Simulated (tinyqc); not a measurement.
From one set of inputs to another, one input at a time: mobility of a non-polar semiconductor in the relaxation-time approximation. Computed by tinyqc, a small Python program. Command: `OMP_NUM_THREADS=1 python tinyqc.py 3017073 3017074 out.jsonl rta ladder`. One thread of a shared host (Intel(R) Xeon(R) Processor @ 2.30GHz), about 0.02 s of CPU time with the checks.

Each valley is treated as a sphere of mass m_d for states and rates, with one isotropic relaxation time; the conductivity mass m_c sets the current.

The inputs printed are set A. Inputs not listed in the table keep their values of set A, so the rows need not describe a real material.

Inputs (values chosen for the exercise, for a model non-polar semiconductor):
```
quantity,value,unit
longitudinal mass m_l,0.32,m_0
transverse mass m_t,0.16,m_0
equivalent valleys Z,4,-
non-parabolicity alpha,0.7,1/eV
static permittivity eps_s,12.5,-
density rho,3080,kg/m^3
sound velocity v_l,6100,m/s
acoustic deformation potential D_A,9.2,eV
phonon energy hbar w,28.3,meV
optical or intervalley deformation potential D_o,4.1,1e8 eV/cm
final valleys Z_f,3,-
carrier density n,3.5e+17,1/cm^3
compensation ratio C,0,-
temperature T,77,K
```

Band: Kane. Impurity formula: Brooks-Herring. Further scattering: none.

Constants: k_B = 8.617333262e-05 eV/K; m_0 = 9.1093837015e-31 kg; e = 1.602176634e-19 C; hbar = 1.054571817e-34 J s; eps_0 = 8.8541878128e-12 F/m; k_B = 1.380649e-23 J/K; hbar = 6.582119569e-16 eV s.

Method:
- m_d = (m_l m_t^2)^(1/3); 1/m_c = (1/m_l + 2/m_t)/3; Hall mass factor A = 3 K_m (K_m + 2)/(2 K_m + 1)^2, K_m = m_l/m_t; N_I = n (1 + C)/(1 - C).
- Kane band: hbar^2 k^2/(2 m) = E (1 + alpha E), speed v = hbar k/(m (1 + 2 alpha E)), states per spin, volume and energy g(E) = m k (1 + 2 alpha E)/(2 pi^2 hbar^2); overlap factors are set to 1. Here m = m_d. Masses are multiplied by m_0 and all formulas are in SI units.
- The reduced Fermi level eta = E_F/(k_B T) solves n = 2 Z int g f dE with f = 1/(1 + exp(x - eta)) (Z = 1 unless valleys are given); screening length L_s = sqrt(eps_s eps_0 k_B T/(e^2 dn/deta)), dn/deta = 2 Z int g f (1 - f) dE.
- Integrals over x = E/(k_B T) use 160 Gauss-Legendre points in u = sqrt(x) from 0 to sqrt(max(eta, 0) + 32).
- Phonon occupation N_q = 1/(exp(hbar w/(k_B T)) - 1).
- Acoustic deformation potential (elastic, equipartition, absorption and emission together): 1/tau = 2 pi k_B T D_A^2 g(E)/(hbar rho v_l^2).
- Optical or intervalley deformation potential: 1/tau = (pi Z_f D_o^2/(rho w)) [N_q g(E + hbar w) + (N_q + 1) g(E - hbar w)], with g = 0 below the band edge.
- Each optical term is multiplied by (1 - f(E'))/(1 - f(E)), E' the final energy, for Pauli blocking.
- Singly charged impurities, momentum relaxation: 1/tau = N_I e^4 m (1 + 2 alpha E) Phi/(8 pi (eps_s eps_0)^2 hbar^3 k^3), with alpha = 0 for a parabolic band.
- Brooks-Herring: Phi = ln(1 + b) - b/(1 + b), b = 4 k^2 L_s^2.
- mu = (m_d/m_c) (2 Z e/(3 n k_B T)) int g v^2 tau f (1 - f) dE.
- Averages over x are split at the emission threshold x_0 = hbar w/(k_B T): 64 Gauss-Legendre points in sqrt(x) below it and 128 in sqrt(x - x_0) above it, up to x = max(eta, 0) + 32.
- Rates are added at each energy before the average. With <y> = int g v^2 y f (1 - f) dE: Hall factor r_H = A (3 n k_B T/(2 Z m_d)) <tau^2/(1 + 2 alpha E)>/<tau>^2 (alpha = 0 for a parabolic band); Hall mobility r_H mu; |S| = (k_B/e) (<x tau>/<tau> - eta); resistivity 1/(n e mu).

Each row keeps all changes above it:
```
input moved,from,to,Hall factor r_H,Seebeck coefficient |S| (microvolt/K),resistivity (ohm cm)
set A,-,-,1.0517,364.87,0.009674
sound velocity v_l (m/s),6100,9000,1.0658,368.40,0.009241
transverse mass m_t (m_0),0.16,0.195,1.0891,384.80,0.011211
optical or intervalley deformation potential D_o (1e8 eV/cm),4.1,5.7,1.0718,376.38,0.011622
acoustic deformation potential D_A (eV),9.2,10,1.0698,375.91,0.011713
static permittivity eps_s,12.5,11.7,1.0672,376.28,0.012630
longitudinal mass m_l (m_0),0.32,0.914,0.9650,417.34,0.016714
non-parabolicity alpha (1/eV),0.7,0.53,0.9669,417.29,0.016552
```

Where does the difference come from?

Hall factor r_H goes from 1.05 to 0.967, a factor 0.919 in all. The largest single move comes from longitudinal mass m_l (a factor 0.904), and transverse mass m_t works against it (a factor 1.022). Seebeck coefficient |S| goes from 365 to 417, a factor 1.14 in all. The largest single move comes from longitudinal mass m_l (a factor 1.11), and optical or intervalley deformation potential D_o works against it (a factor 0.9781). Resistivity goes from 0.00967 to 0.0166, a factor 1.71 in all. The largest single move comes from longitudinal mass m_l (a factor 1.32), and sound velocity v_l works against it (a factor 0.955). The single moves hold for this order of the switches; the total does not depend on the order.

Caution (all rows): n is taken as given; at low temperature (in diamond even at 300 K) real dopants can freeze out, which changes n and N_I.

Extremes, crossings and ranges named in words are read from the listed rows.
